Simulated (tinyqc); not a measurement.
Band offsets from two capacitances.

Question. A p-n heterojunction (1: p-type, 2: n-type) in the depletion approximation obeys 1/C^2 = 2 (er1 N1 + er2 N2)(Vbi - V)/(q eps0 er1 er2 N1 N2), with Vbi = dEc + Eg1 - Vt ln(Nc2 Nv1/(N1 N2)), dEc = Ec2 - Ec1 and dEv = Eg2 - Eg1 - dEc. Find N2, Vbi, dEc and dEv.

Parameters, values chosen for the exercise; band and dielectric values close to those of GaN and AlGaN:
```
symbol    value   unit                                          meaning
T           300      K                                      temperature
Eg1        3.42     eV                           band gap of material 1
er1        9.57                     relative permittivity of material 1
Nv1     4.58e19  cm^-3     valence-band density of states of material 1
Eg2        3.89     eV                           band gap of material 2
er2        9.05                     relative permittivity of material 2
Nc2     3.01e18  cm^-3  conduction-band density of states of material 2
N1       8.5e17  cm^-3                   acceptor density of material 1
```

Constants: q = 1.602176634e-19 C, kB = 1.380649e-23 J/K, Vt = kB T/q, eps0 = 8.8541878128e-14 F/cm where lengths are in cm. Results are converted to the units shown.

C at V = -0.3 and -5 V (nF/cm^2): 11.887154  7.9625544

Solution. The slope of 1/C^2 against -V is (2/(q eps0)) (1/(er2 N2) + 1/(er1 N1)), which gives N2; the intercept is Vbi, and the offsets follow.

N2 = 8.50e15 cm^-3
Vbi = 3.53 V
dEc = 0.360 eV
dEv = 0.110 eV

tinyqc, about 0.04 s, one thread, Intel Xeon 2.30GHz (shared host): `OMP_NUM_THREADS=1 python tinyqc.py 2040165 2040166 out.jsonl`
